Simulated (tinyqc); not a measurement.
Worked calculation: sp3 tight binding, zinc-blende lattice. One step of it, computed by the program tinyqc.

Task: Levels at L. Diagonalise the Hermitian matrix.

H(k) at L (eV), lower triangle (Hermitian):
```
                      a s                 a px                 a py                 a pz
a s            -16.460000
a px             0.000000            -7.150000
a py             0.000000             0.000000            -7.150000
a pz             0.000000             0.000000             0.000000            -7.150000
c s   -3.704698-3.704698i   1.983094+1.983094i   1.983094+1.983094i   1.983094+1.983094i
c px  -1.983094-1.983094i   1.373928+1.373928i  -2.821459-2.821459i  -2.821459-2.821459i
c py  -1.983094-1.983094i  -2.821459-2.821459i   1.373928+1.373928i  -2.821459-2.821459i
c pz  -1.983094-1.983094i  -2.821459-2.821459i  -2.821459-2.821459i   1.373928+1.373928i

             c s       c px       c py       c pz
c s   -12.760000
c px    0.000000  -5.210000
c py    0.000000   0.000000  -5.210000
c pz    0.000000   0.000000   0.000000  -5.210000
```

Give: eigenvalues.

Result:

eigenvalues (eV): -21.2920  -15.7675  -12.1919  -12.1919  -5.5779  -0.1681  -0.1681  1.0574
